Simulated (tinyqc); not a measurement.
Gate sheet resistance from two finger widths.

Question. At low frequency R = Rsh Wf/(3 L) + B/Wf, where B collects the channel and vertical terms. Find Rsh, B and the width of lowest R.

Values chosen for this exercise:

| symbol | value | unit | meaning |
|---|---|---|---|
| L | 0.13 | um | channel length |

input resistance of single fingers, contacted at one end, of width 0.99 and 6.7 um (ohm): [392.21531, 113.40873]

Answer. R Wf is a straight line in Wf^2; the minimum of R lies where both terms are equal.

Rsh = 3.300 ohm/square
B = 380.0 ohm um
width of lowest R = 6.701 um

Computed by the program tinyqc: `OMP_NUM_THREADS=1 python tinyqc.py 2262144 2262145 out.jsonl`, one thread of a shared Intel Xeon 2.30GHz, about 0.01 s for the whole run.
